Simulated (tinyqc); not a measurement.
Comparisons within one model: defect, radiative and Auger recombination at equal electron and hole densities (ABC model). A value that a table varies takes the place of the one given here.

J/(e d) = Ae n + B n^2 + C n^3 with Ae = A + 4 S/w (four side walls, carriers spread evenly), e = 1.602176634e-19 C, lengths in cm; internal efficiency IQE = B n^2/(Ae n + B n^2 + C n^3); all injected carriers recombine in the layer.

Values chosen for the exercise (orders of magnitude like those quoted for GaN; shifted at random, so the results belong to these values and not to a real crystal): A = 32000000 1/s (defect rate); B = 2e-12 cm^3/s (radiative coefficient); C = 1.2e-31 cm^6/s (Auger coefficient); S = 0 cm/s (recombination velocity of the side walls); w = 12 micrometre (side of the square mesa); d = 2.8 nm (active thickness); S2 = 58000 cm/s (recombination velocity of the side walls in this comparison); J = 4.4 A/cm^2 (current density).

## Efficiency against current

The slope is d ln(B n^2)/d ln J = 2 (Ae + B n + C n^2)/(Ae + 2 B n + 3 C n^2).

Results:

| J (A/cm^2) | n (1/cm^3) | IQE | slope | differential lifetime (ns) |
|---|---|---|---|---|
| 0.070 | 4.86e+16 | 0.00303 | 1.994 | 31.1 |
| 0.30 | 2.06e+17 | 0.0127 | 1.974 | 30.5 |
| 1.0 | 6.68e+17 | 0.0400 | 1.917 | 28.7 |
| 4.0 | 2.38e+18 | 0.127 | 1.719 | 23.0 |
| 20 | 8.00e+18 | 0.287 | 1.279 | 11.5 |
| 70 | 1.62e+19 | 0.338 | 1.002 | 5.21 |
| 3.0e+02 | 3.14e+19 | 0.295 | 0.832 | 1.95 |
| 1.0e+03 | 5.06e+19 | 0.230 | 0.762 | 0.865 |
| 4.0e+03 | 8.44e+19 | 0.160 | 0.720 | 0.341 |
| 2.0e+04 | 1.49e+20 | 0.0995 | 0.695 | 0.116 |

What can be read from the table?

IQE peaks at 0.338 for J = 70.8 A/cm^2, where the slope passes 1. It is 0.00303 at the lowest current and 0.0995 at the highest, a droop of 71 %. The slope runs from 1.99 to 0.69; its limits are 2 (defects alone), 1 (radiation alone) and 2/3 (Auger alone).

## Shrinking the mesa

S = S2; w takes the values listed.

Results:

| w (micrometre) | Ae (1/s) | IQE_max | J at the peak (A/cm^2) | IQE at J |
|---|---|---|---|---|
| 200 | 4.36e+07 | 0.304 | 107 | 0.0845 |
| 100 | 5.52e+07 | 0.280 | 147 | 0.0566 |
| 50 | 7.84e+07 | 0.246 | 238 | 0.0299 |
| 20 | 1.48e+08 | 0.192 | 577 | 0.00879 |
| 10 | 2.64e+08 | 0.151 | 1.31e+03 | 0.00280 |
| 5 | 4.96e+08 | 0.115 | 3.23e+03 | 0.000796 |
| 2 | 1.19e+09 | 0.0772 | 1.16e+04 | 0.000138 |
| 1 | 2.35e+09 | 0.0562 | 3.13e+04 | 3.55e-05 |

What does this show?

The walls equal the bulk defect rate at w = 4 S/A = 72.5 micrometre. From 200 to 1 micrometre the peak efficiency falls from 0.304 to 0.0562 and moves to a current 292 times higher; at the fixed J the efficiency goes from 0.0845 to 3.55e-05. For large w diffusion to the walls, left out here, would limit the loss.

## Spreading the carriers over a thicker layer

d is multiplied by the factor listed, at the same J.

Results:

| factor | n (1/cm^3) | defect | radiative | Auger |
|---|---|---|---|---|
| 0.10 | 1.27e+19 | 0.416 | 0.331 | 0.253 |
| 0.20 | 8.50e+18 | 0.555 | 0.295 | 0.150 |
| 0.50 | 4.51e+18 | 0.736 | 0.208 | 0.0562 |
| 1.0 | 2.58e+18 | 0.843 | 0.136 | 0.0211 |
| 2.0 | 1.40e+18 | 0.913 | 0.0799 | 0.00671 |
| 5.0 | 5.90e+17 | 0.963 | 0.0355 | 0.00126 |
| 10 | 3.01e+17 | 0.981 | 0.0184 | 0.000333 |
| 20 | 1.52e+17 | 0.991 | 0.00940 | 8.56e-05 |

What can be read from the table?

The best factor listed is 0.1 (IQE 0.3311); the optimum factor equals J/J_peak = 0.0621, a layer of 0.174 nm (too thin to grow, so J would have to rise instead), since only J/d matters and the peak value 0.338 does not depend on d. A thicker layer trades Auger loss (0.253 to 8.56e-05) for defect loss (0.416 to 0.991).

## What moves the efficiency

IQE_max = Q/(Q + 2) with Q = B/sqrt(Ae C), reached at n = sqrt(Ae/C). Each row changes one parameter from the base and keeps the others.

Results:

| case | n (1/cm^3) | IQE | IQE_max | J at the peak (A/cm^2) |
|---|---|---|---|---|
| base | 2.583e+18 | 0.1361 | 0.3379 | 70.8 |
| A = 64000000 1/s | 1.460e+18 | 0.04347 | 0.2652 | 180 |
| B = 3e-12 cm^3/s | 2.448e+18 | 0.1833 | 0.4336 | 82.8 |
| C = 2.4e-31 cm^6/s | 2.539e+18 | 0.1315 | 0.2652 | 45.1 |
| d = 5.6 nm | 1.400e+18 | 0.07991 | 0.3379 | 142 |
| J = 13.2 A/cm^2 | 6.062e+18 | 0.2498 | 0.3379 | 70.8 |

How do the results move?

The largest shifts from the base row, up to three for each result and ties (the steps differ in size, so this ranks the rows, not the parameters). n (1/cm^3): J +3.48e+18, d -1.18e+18, A -1.12e+18. IQE: J +0.114, A -0.0926, d -0.0562. IQE_max: B +0.0957, A -0.0727, C -0.0727; unchanged at the printed digits by d and J. J at the peak (A/cm^2): A +110, d +70.8, C -25.7; unchanged at the printed digits by J.

Program tinyqc; command `OMP_NUM_THREADS=1 python tinyqc.py 1652574 1652575 out.jsonl`; about 0.01 s on one thread of a shared Intel(R) Xeon(R) Processor @ 2.30GHz.
